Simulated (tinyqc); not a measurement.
## Capacitances against the distance to each plane

Endless row of lines of width wl, height tl and space sl between grounded planes at distance hd; e2 fills the gaps beside the lines, e1 the rest. Laplace's equation is solved on meshes of 3, 6 and 12 steps per unit u and extrapolated (Aitken), which is good to about 0.2 %. C_even (all lines at 1 V) is the capacitance Cg to the planes; C_odd (neighbours in antiphase) = Cg + 4 Cc if only nearest neighbours couple, which defines Cc; total with quiet neighbours Cg + 2 Cc. Plate values 2 eps0 e1 wl/hd and eps0 e2 tl/sl.

Inputs (values chosen for the exercise): relative permittivity above and below the lines e1 = 4.2; relative permittivity between the lines e2 = 3.9; line width, in units u wl = 4 u; line height tl = 12 u; space between lines sl = 4 u.

Constants: eps0 = 8.8541878128e-12 F/m. Results are converted to the units shown.

The same in every row: plate Cc (aF/um) = 104.

Result of one run:

| Cg (aF/um) | Cc (aF/um) | Cg + 2 Cc (aF/um) | C_odd (aF/um) | plate Cg (aF/um) | share of coupling, 2 Cc/(Cg + 2 Cc) (%) |
|---|---|---|---|---|---|
| 57.5 | 128 | 314 | 570 | 29.8 | 81.7 |

Which distance to each plane hd gave this result: 2, 3, 8 or 10 u?

hd = 10 u.

The whole series:

| hd (u) | Cg (aF/um) | Cc (aF/um) | Cg + 2 Cc (aF/um) | C_odd (aF/um) | plate Cg (aF/um) | share of coupling, 2 Cc/(Cg + 2 Cc) (%) |
|---|---|---|---|---|---|---|
| 2 | 254 | 97.9 | 450 | 646 | 149 | 43.5 |
| 3 | 178 | 106 | 389 | 601 | 99.2 | 54.3 |
| 4 | 137 | 112 | 360 | 583 | 74.4 | 62.0 |
| 5 | 111 | 116 | 344 | 576 | 59.5 | 67.6 |
| 6 | 93.7 | 120 | 333 | 573 | 49.6 | 71.9 |
| 8 | 71.3 | 125 | 321 | 571 | 37.2 | 77.8 |
| 10 | 57.5 | 128 | 314 | 570 | 29.8 | 81.7 |

As hd goes from 2 to 10, Cg falls from 254 to 57.5 aF/um, Cc rises from 97.9 to 128 aF/um and the share of coupling rises from 43.5 to 81.7 %. Cg is 1.71 times its plate value in the first row and 1.93 times in the last; for Cc the ratios are 0.945 and 1.24. Neighbours in antiphase raise the load by a factor of 1.43 and 1.82 over quiet ones. For hd = 8, 10 the planes are farther than 0.8 of the pitch, so second neighbours couple too and Cg + 2 Cc understates the quiet load by a per cent or more.

Computed by the program tinyqc: `OMP_NUM_THREADS=1 python tinyqc.py 2790225 2790226 out.jsonl`, one thread of a shared Intel Xeon 2.30GHz, about 0.7 s for the whole run.
